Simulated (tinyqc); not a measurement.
# One-dimensional ballistic tunnel FET, two-band WKB, step by step

Program tinyqc, `OMP_NUM_THREADS=1 python tinyqc.py 2620164 2620165 out.jsonl`; Intel Xeon 2.30GHz, shared host, one thread, about 0.01 s. Printed values are rounded.

A p-type source for x < 0 with its Fermi level at 0 and its valence edge at ds; in the channel the bands fall as D exp(-x/lam) towards their flat values, with the conduction edge at Ec = ds - dP and D = dP + Eg. The gate moves dP one to one. The drain Fermi level lies at -Vd and the drain side reflects nothing. For w = E - Ec between 0 and dP an electron crosses the gap. Two-band dispersion with equal masses m: inside the gap kappa = sqrt(m u (1 - u/Eg)/C), u the distance from a band edge, C = hbar^2/(2 m0).

Values chosen for this exercise; band and dielectric values close to those of In0.53Ga0.47As: temperature T = 300 K; band gap Eg = 0.744 eV; band-edge mass of the two-band model m = 0.039 m0; screening length of the source junction lam = 5.1 nm; source valence edge above the source Fermi level ds = 0.08 eV; drain bias Vd = 0.1 V; number of degenerate subbands (spin apart) g = 1; tunnelling window Ev(source) - Ec(channel) dP = 0.23 eV; energy above the channel conduction edge w0 = 0.072 eV; cells of the path nc = 7; points of the energy grid nE = 9.

Constants: q = 1.602176634e-19 C, kB = 1.380649e-23 J/K, hbar = 1.054571817e-34 J s, h = 6.62607015e-34 J s, m0 = 9.1093837015e-31 kg, Vt = kB T/q, hbar^2/(2 m0) = 0.0380998212 eV nm^2. Results are converted to the units shown.

## The path through the gap by the midpoint rule

At w = w0 the path runs from xa = lam ln(D/(w + Eg)) to xb = lam ln(D/w); u(x) = w + Eg - D exp(-x/lam) is the height above the valence edge. Cut it into nc equal cells: S = 2 (cell width) times the sum of kappa at the centres.

xa = 0.902684 nm
xb = 13.2842 nm

```
cell   x (nm)    u (eV)  kappa (1/nm)
0      1.7871  0.129913      0.331304
1      3.5559  0.330984      0.433682
2      5.3247  0.473127      0.419910
3      7.0934  0.573612      0.366702
4      8.8622  0.644648      0.296848
5     10.6310  0.694866      0.216734
6     12.3998  0.730366      0.117047
```

S = 7.71979

## The exponent in closed form

S(w) = 2 lam int_0^Eg kappa(u) du/(w + Eg - u) = 2 pi lam sqrt(m/(C Eg)) [w + Eg/2 - sqrt(w (w + Eg))], T(w) = exp(-S). The common triangular estimate is S = (4/3) lam sqrt(m/C) Eg^1.5/(dP + Eg) for all w.

S(w0) = 7.57793
T(w0) = 5.11620e-4
triangular S = 4.53294

The midpoint value is 1.9 % above the closed form, and the triangular estimate 40 % below it.

## Current on a coarse grid

S(w) = 2 lam int_0^Eg kappa(u) du/(w + Eg - u) = 2 pi lam sqrt(m/(C Eg)) [w + Eg/2 - sqrt(w (w + Eg))], T(w) = exp(-S). I = g (2 q^2/h) int_0^dP T(w) [f(E) - f(E + Vd)] dw, E = ds - dP + w, f(x) = 1/(1 + exp(x/Vt)). Simpson's rule on nE equally spaced points.

```
point    w (eV)        T(w)  difference of the f
0      0.000000  8.46412e-7             0.123287
1      0.028750  7.78681e-5             0.296240
2      0.057500  3.11382e-4             0.544853
3      0.086250  7.72439e-4             0.724256
4      0.115000  0.00151673             0.719899
5      0.143750  0.00258455             0.534226
6      0.172500  0.00400187             0.286508
7      0.201250  0.00578241             0.118189
8      0.230000  0.00792979            0.0423875
```

I = 0.0116867 uA

A converged quadrature gives 0.01168 uA; this grid is 0.034 % above that.
